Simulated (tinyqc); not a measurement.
Capillary instabilities by surface diffusion: grooving and agglomeration of films, edge retraction, wire break-up and smoothing of roughness. From retraction x back to temperature T. Computed by tinyqc, a small Python program. Command: `OMP_NUM_THREADS=1 python tinyqc.py 3015529 3015530 out.jsonl dewet inv`. One thread of a shared host (Intel(R) Xeon(R) Processor @ 2.30GHz), about 0.02 s of CPU time with the checks.

Isotropic surface energy; shapes change by surface diffusion alone.

Inputs (values chosen for the exercise, for a model film): surface energy gamma_s = 1.86 J/m^2; contact angle on the substrate theta = 65 degrees; atomic volume Omega = 12.2 angstrom^3; surface sites nu = 12 1/nm^2; prefactor D0 = 5.9e-06 m^2/s; activation energy Q = 1.48 eV; time t = 1600 s; film thickness h = 11 nm.

Constants: k_B = 8.617333262e-05 eV/K; k_B = 1.380649e-23 J/K.

Method. B = D_s nu gamma_s Omega^2/(k_B T), D_s = D0 exp(-Q/(k_B T)). A rim shaped as a circular segment with contact angle theta holds the area h x; its radius r obeys r^2 (theta - sin theta cos theta) = h x. To advance, the edge must carry a strip of the rim height H = r (1 - cos theta) over the rim, driven by the curvature 1/r over the distance r theta (the scaling argument of Brandon and Bradshaw): H dx/dt = B/(theta r^2) gives x^(5/2) = (5/2) B t c^(3/2)/(theta (1 - cos theta) h^(3/2)), c = theta - sin theta cos theta.

Task: A run gave the result below. Find the temperature T, known to lie between 500 and 1300 K.

retraction x = 40.27835 nm

Result:

Each step takes the trial c = (a f_b - b f_a)/(f_b - f_a), f being the result less the target and a, b, c the logarithms of the listed values; c replaces end b, the old b replaces a if the sign of f changed, and otherwise f_a is halved.

Scan of the range:
```
temperature T (K)  retraction x (nm)
500                      6.74857e-01
586                      4.75727e+00
688                      2.53693e+01
806                      1.02728e+02
945                      3.37699e+02
1110                     9.33010e+02
1300                     2.16412e+03
```

False position (Illinois rule, in the logarithm of the input) inside the bracket:
```
step    end a    end b    trial  retraction x (nm)
1     688.000  806.000  709.313            33.8305
2     806.000  709.313  717.846            37.7776
3     806.000  717.846  724.038            40.8588
4     717.846  724.038  722.868            40.2619
5     724.038  722.868  722.900            40.2782
6     724.038  722.900  722.900            40.2785
7     722.900  722.900  722.900            40.2783
```

Retraction x rises at every point of a 13-point scan of the range (every second point is shown), so one value fits; it is bracketed by 688 and 806. Answer: temperature T = 722.9 K.

Caution: the rim is not yet high against the film, as the scaling law assumes.
